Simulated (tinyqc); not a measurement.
## Abrupt p-n junction, non-linear Poisson equation by Newton steps: capacitance and field against bias

One dimension, p side on the left, n side on the right; net doping C = -Na for x < 0 and +Nd for x > 0. The potential psi is counted from the intrinsic level, and the quasi-Fermi potentials are flat: 0 for holes and -V for electrons, so n = ni exp((psi + V)/Vt) and p = ni exp(-psi/Vt) (Boltzmann statistics, full ionisation, no current). Under reverse bias this makes the minority densities vanishingly small everywhere; they play no part in the charge.

The Poisson equation d/dx(eps0 eps_r dpsi/dx) = -q (p - n + C) is solved on a mesh of more than 1000 nodes that ends in neutral material (psi_p = -Vt ln(Na/ni), psi_n = Vt ln(Nd/ni) - V). C_j = q d/dV of the integral of p over x, from the linearised equation. ni = sqrt(Nc Nv) exp(-Eg/(2 Vt)), Eg in volts. Depletion approximation: Vbi = Vt ln(Na Nd/ni^2), W = sqrt(2 eps0 eps_r (Vbi - V)(1/Na + 1/Nd)/q), xp = W Nd/(Na + Nd), xn = W Na/(Na + Nd), peak field 2 (Vbi - V)/W, capacitance eps0 eps_r/W. The last column applies it to an abrupt Na-Nd junction.

Parameters, values chosen for the exercise; band and dielectric values close to those of silicon:
```
symbol,value,unit,meaning
T,293,K,temperature
Eg,1.1,eV,band gap
eps_r,11.6,,relative permittivity
Nc,2.68e19,cm^-3,conduction-band density of states at T
Nv,2.53e19,cm^-3,valence-band density of states at T
Na,6.7e16,cm^-3,acceptor density of the p side
Nd,3e15,cm^-3,donor density of the n side
```

Constants: q = 1.602176634e-19 C, kB = 1.380649e-23 J/K, Vt = kB T/q, eps0 = 8.8541878128e-14 F/cm where lengths are in cm. Results are converted to the units shown.

Capacitance and field against bias:
```
V (V),peak |E| (kV/cm),C_j (nF/cm^2),1/C_j^2 (cm^4/uF^2),eps0 eps_r/C_j (nm),abrupt depletion C (nF/cm^2)
0,25.74,18.88,2805,544.0,18.11
-0.67,34.93,13.29,5665,773.0,13.03
-1.33,42.41,10.87,8463,944.9,10.73
-2,48.93,9.407,1.130e4,1092,9.319
-2.67,54.71,8.410,1.414e4,1221,8.348
-3.33,59.86,7.685,1.693e4,1336,7.637
-4,64.68,7.113,1.977e4,1444,7.075
-4.67,69.17,6.652,2.260e4,1544,6.620
-5.33,73.31,6.275,2.540e4,1637,6.249
-6,77.30,5.952,2.823e4,1726,5.929
```

With V going from 0 to -6 V, C_j falls from 18.9 to 5.95 nF/cm^2 and the peak field rises from 25.7 to 77.3 kV/cm. The slope of 1/C_j^2, read as N = 2/(q eps0 eps_r |slope|), gives 2.85e15 cm^-3 between the first two rows and 2.87e15 cm^-3 between the last two, against Na Nd/(Na + Nd) = 2.87e15 cm^-3; the slopes of all rows agree within 0.8 %, as for uniform doping at both edges. At the end C_j goes as (Vbi - V)^(-0.50) with Vbi = 0.720 V, and it is 0.38 % above the abrupt depletion formula (at the first row 4.3 % above it).

Numbers from tinyqc (`OMP_NUM_THREADS=1 python tinyqc.py 2000139 2000140 out.jsonl`; about 0.02 s on one thread of a shared Intel Xeon 2.30GHz).
